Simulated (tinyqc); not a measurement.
Inside a calculation: polytypes by hexagonality, and a cubic inclusion as a quantum well. Values are carried at full precision from step to step, so a last printed digit may differ when a step is redone from the rounded ones.

A layer is h if its two neighbours in the periodic sequence sit on the same site, k otherwise; the hexagonality h is the share of h layers.

Constants: hbar^2/2m0 = 3.80998211 eV angstrom^2.

Values chosen for the exercise (of the order of those of SiC; not measured data):
```
symbol  value         unit      meaning
E3      2.37          eV        gap of the cubic polytype
E2      3.354         eV        gap of 2H
Ev2     0.111         eV        valence top of 2H above that of 3C
P2      -0.0425       C/m^2     spontaneous polarisation of 2H
Es      3.285         eV        gap at the hexagonality hs
hs      0.5                     hexagonality up to which the first line holds
m       (0.3, 0.325)  m0        electron mass along c in the cubic layer and in the host
d       2.522         angstrom  thickness of a double layer
eps     10                      dielectric constant
N       6                       double layers in the cubic inclusion
```

## Hexagonality

Stacking sequences:
```
polytype         sequence
10H            ABCABCBACB
15R       ABCACBCABACABCB
4H                   ABCB
8H               ABCABACB
9R              ABCBCACAB
```

Give the h/k string and h of each.

Hexagonality:
```
polytype       h/k string       h
10H            hkkkkhkkkk  0.2000
15R       hkkhkhkkhkhkkhk  0.4000
4H                   hkhk  0.5000
8H               hkkkhkkk  0.2500
9R              hkhhkhhkh  0.6667
```

## Gaps and band edges

Gap: E3 + (Es - E3) h/hs for h up to hs, then linear from Es to E2 at h = 1. Valence top Ev2 h and polarisation P2 h, both counted from 3C; Ec = Ev + gap.

Evaluate for each polytype.

Results:
```
polytype  gap (eV)  Ev (eV)  Ec (eV)  P (C/m^2)
10H         2.7360   0.0222   2.7582   -0.00850
15R         3.1020   0.0444   3.1464   -0.01700
4H          3.2850   0.0555   3.3405   -0.02125
8H          2.8275   0.0278   2.8552   -0.01063
9R          3.3080   0.0740   3.3820   -0.02833
```

The widest gap is that of 9R, the narrowest that of 10H. Ev and Ec both rise with h, so 3C collects electrons and the more hexagonal side holes: a staggered line-up.

## The bound level without the field

A cubic inclusion of width L = N d in the host (h = 0.5) is a well of depth V = Ec(host) - Ec(3C). Square well with mass mismatch: k tan(k L/2) = (m_w/m_b) q, k = sqrt(m_w E/c), q = sqrt(m_b (V - E)/c), c = hbar^2/2m0, lowest root. The depth of the level, V - E, is its binding, and the transition to the valence top of the host is gap(host) - (V - E). The step in polarisation gives a field |F| = |P|/(eps eps0) in a thin inclusion, eps0 = 8.8541878e-12 F/m.

Give V, L, the level E, its depth below the host conduction edge and the transition to the valence top of the host, gap(host) - (V - E).

V = 0.9705 eV
L = 15.132 angstrom
E above the bottom = 0.2379 eV
depth below the host edge = 0.7326 eV
transition = 2.5524 eV

The level keeps 75 % of the well depth. The transition lies above the gap of 3C itself (2.37 eV).

## The polarisation field

Give |F|, the drop |F| L, the bound charge |P|/e per cm^2 (e = 1.602176634e-19 C), and, as a first estimate, the shift -|F| L/2 of the transition for an electron centred in the layer and a hole in the host on the high side.

|F| = 2.400 MV/cm
drop = 363.2 meV
bound charge = 1.33e+13 cm^-2
estimated shift = -181.6 meV

The drop is 37 % of the well depth. The host edge on the low side sinks by 182 meV against the centre, less than the 733 meV by which the flat well binds.

## Checks

- Square-well root against finite differences on a grid of 0.5 angstrom (eV): both 0.238.

Run: tinyqc, `OMP_NUM_THREADS=1 python tinyqc.py 1850038 1850039 out.jsonl`; Intel(R) Xeon(R) Processor @ 2.30GHz, one thread, shared host; about 0.04 s of CPU time with all checks.
